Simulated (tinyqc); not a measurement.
Off-state leakage of single and stacked transistors: one step of the calculation.

n-channel devices of unit width. Subthreshold current I(Vg, Vs, Vd) = I0 (T/300 K)^0.5 exp[(Vg - Vs - VT(T) - gb (Vs - Vb) + dd (Vd - Vs))/(nf Vt)] (1 - exp(-(Vd - Vs)/Vt)), VT(T) = VT - cT (T - 300 K). Gate-edge tunnelling Ig (Vd/1 V) exp(ag (Vd - 1 V)), for a gate at 0 V, and band-to-band leakage Ab u exp(-Bb/u), u = Vd - Vb + 1 V, flow at a drain held at V; both are taken as independent of T. In a stack of off transistors (all gates at 0 V) the same subthreshold current passes through each.

Problem. Leakage of one transistor. Vg = Vs = 0, Vd = V; effective threshold VT(T) - gb Vb - dd V.

Values chosen for this exercise; values of the order met in bulk silicon logic transistors:
- T = 378 K (temperature)
- V = 0.8 V (supply voltage)
- VT = 0.42 V (threshold at 300 K, zero drain and body bias)
- cT = 0.7 mV/K (fall of the threshold with temperature)
- I0 = 0.14 uA/um (current at threshold at 300 K)
- nf = 1.24 (slope factor)
- dd = 0.15 (drain-induced lowering per volt)
- gb = 0.08 (rise of the threshold per volt of source-body bias)
- Ig = 0.0002 uA/um (gate-edge tunnelling current at 1 V)
- ag = 3.9 1/V (exponential slope of the gate current)
- Ab = 20 uA/(um V) (prefactor of band-to-band leakage at the drain)
- Bb = 22 V (its exponential voltage)
- Vb = 0 V (body voltage)

Constants: q = 1.602176634e-19 C, kB = 1.380649e-23 J/K, Vt = kB T/q. Results are converted to the units shown.

Find: effective threshold; parts; total; shares.

Solution.

effective threshold = 0.24540 V
parts (nA/um): subthreshold 0.36118, gate edge 0.073345, band-to-band 0.17712
total = 0.61164 nA/um
shares (%): subthreshold 59.051, gate edge 11.992, band-to-band 28.958

The subthreshold part is the largest.

Numbers from tinyqc (`OMP_NUM_THREADS=1 python tinyqc.py 2242217 2242218 out.jsonl`; about 0.03 s on one thread of a shared Intel Xeon 2.30GHz).
